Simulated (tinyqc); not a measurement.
Front-illuminated p-i-n photodiode, quantum efficiency and bandwidth: two steps of the calculation.

Light enters through a p layer (0 to xp), a depleted layer (xp to xp + wi) and a thick n substrate, decaying as exp(-al x); one pass, no back reflection. Carriers made in the depleted layer are all collected; those in the neutral layers diffuse.

Parameters, values chosen for the exercise; values close to those of germanium at this wavelength: wavelength lam = 1550 nm; absorption coefficient al = 1450 1/cm; reflectance of the front face Rf = 0.02; relative permittivity eps_r = 15.9; thickness of the front p layer xp = 0.53 um; thickness of the depleted layer wi = 3.3 um; electron diffusion coefficient in the p layer Dn = 39 cm^2/s; electron diffusion length in the p layer Ln = 5.9 um; recombination velocity of the front surface S = 10000 cm/s; hole diffusion length in the thick n substrate Lp = 1.8 um; electron drift velocity ve = 6.12e6 cm/s; hole drift velocity vh = 4.07e6 cm/s; diameter dia = 82 um; load resistance RL = 50 ohm; parasitic capacitance Cp = 50 fF; modulation frequency f = 3.8 GHz.

Constants: q = 1.602176634e-19 C, h = 6.62607015e-34 J s, c = 299792458 m/s, eps0 = 8.8541878128e-14 F/cm where lengths are in cm. Results are converted to the units shown.

Question 1. Quantum efficiency. k = al Ln, s = S Ln/Dn, e = exp(-al xp); front layer f1 = (k/(k^2 - 1)) {[s + k - e (s cosh(xp/Ln) + sinh(xp/Ln))]/[s sinh(xp/Ln) + cosh(xp/Ln)] - k e}; depleted layer f2 = e (1 - exp(-al wi)); substrate f3 = e exp(-al wi) al Lp/(1 + al Lp); external efficiency (1 - Rf)(f1 + f2 + f3); responsivity = efficiency q lam/(h c).

Find: s; f1; f2; f3; external efficiency; responsivity.

Answer 1.

s = 0.15128
f1 = 0.073272
f2 = 0.35216
f3 = 0.11878
external efficiency = 0.53332
responsivity = 0.66674 A/W

The front layer absorbs 7.40 % of the light that enters and collects 99.1 % of that. Diffusion from the neutral layers makes up 35.3 % of the current.

Question 2. Response at one frequency. Drift response for pairs made in the depleted layer, a = al wi, g = 1 - exp(-a), u = 2 pi i f, te = wi/ve, th = wi/vh: electrons He = [g - a (exp(-a) - exp(-u te))/(u te - a)]/(u te g), holes Hh = [g - a (1 - exp(-a - u th))/(a + u th)]/(u th g); C = eps0 eps_r pi (dia/2)^2/wi + Cp; total |He + Hh|/sqrt(1 + (2 pi f RL C)^2), for the current of the depleted layer alone.

Wanted: te; th; He; Hh; |He + Hh|; C; total response.

Answer 2.

te = 53.922 ps
th = 81.081 ps
He = 0.46488-0.22066i
Hh = 0.34115-0.23788i
|He + Hh| = 0.92733
C = 275.29 fF
total response = 0.88098

The drift response alone falls to 1/sqrt(2) at 8.21 GHz and the RC term alone at 11.6 GHz; together they give 6.40 GHz for this part of the current; the diffusion currents, left out, respond on their own time scales.

Program tinyqc, `OMP_NUM_THREADS=1 python tinyqc.py 2250129 2250130 out.jsonl`; Intel Xeon 2.30GHz, shared host, one thread, about 0.01 s.
